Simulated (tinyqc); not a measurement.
Worked calculation: BCS gap equation with a constant attraction inside the Debye window. Computed by tinyqc, a small Python program that keeps every step. Command: `OMP_NUM_THREADS=1 python tinyqc.py 3019867 3019868 out.jsonl bcs walk`. One thread of a shared host (Intel(R) Xeon(R) Processor @ 2.30GHz), about 0.01 s of CPU time with the checks. Intermediate numbers are printed to about 5 digits and carried at full precision; extremes and crossings named in words are read from the listed rows.

Pairs attract with strength V for |xi| < k_B Theta; N(0) is the density of states for one spin. Energies are given as temperatures (E/k_B, in K) unless marked.

Inputs (values chosen for the exercise, modelled on titanium nitride): coupling N(0)V = 0.213; Debye temperature Theta = 554 K; temperature T = 1.24 K.

Solver: fixed point.

Constants: k_B = 8.617333262e-05 eV/K.

## Gap at zero temperature

At T = 0 the gap equation 1/(N(0)V) = int_0^Theta d xi/sqrt(xi^2 + Delta^2) has the integral arcsinh(Theta/Delta), so Delta_0 = Theta/sinh(1/(N(0)V)); weak coupling gives 2 Theta exp(-1/(N(0)V)).

Delta_0 = 10.131 K

weak-coupling Delta_0 = 10.130 K

Delta_0 in meV = 0.87299 meV

## Critical temperature

Gap equation: 1/(N(0)V) = I(Delta, T) = int_0^Theta tanh(E/2T)/E d xi, E = sqrt(xi^2 + Delta^2); 64 Gauss-Legendre points in y with xi = max(Delta, T) sinh(y). T_c solves I(0, T_c) = 1/(N(0)V); the weak-coupling form is T_c = (2 e^C/pi) Theta exp(-1/(N(0)V)) with Euler's C = 0.5772157, and 2 Delta_0/T_c then tends to 2 pi e^-C = 3.528.

T_c = 5.7429 K

weak-coupling T_c = 5.7429 K

2 Delta_0/T_c = 3.5280

T_c/Theta = 0.0104; the ratio lies +0.01 % from 3.528, so the universal weak-coupling laws hold.

## One evaluation of the gap equation

Take Delta = Delta_0 as the trial; the fixed-point update is Delta(new) = N(0)V Delta I(Delta, T).

I(Delta_0, T) = 4.6946

updated Delta = 10.130 K

## Gap at temperature T

Residual r = N(0)V I - 1, with Delta_0 = Theta/sinh(1/(N(0)V)). Fixed point: Delta(new) = Delta (1 + r), from Delta_0. Stop when |r| < 1e-9 or after 40 steps.

Iterations:
```
step  Delta (K)   residual r
1        10.130  -4.1032e-05
2        10.130  -3.2312e-05
3        10.129  -2.5445e-05
4        10.129  -2.0038e-05
5        10.129  -1.5779e-05
6        10.129  -1.2426e-05
7        10.129  -9.7853e-06
8        10.128  -7.7058e-06
9        10.128  -6.0682e-06
...         ...          ...
32       10.128  -2.4926e-08
33       10.128  -1.9629e-08
34       10.128  -1.5458e-08
35       10.128  -1.2173e-08
36       10.128  -9.5859e-09
37       10.128  -7.5488e-09
38       10.128  -5.9446e-09
39       10.128  -4.6813e-09
40       10.128  -3.6864e-09
```

converged (1 yes, 0 no) = 0

Delta(T) = 10.128 K

Not converged: the residual falls at every step, but slowly, by a factor of about 0.787 a step. The update changes Delta only by the factor 1 + r, and r varies only weakly with Delta.

Reruns converge with solver = secant; or with solver = bisection.
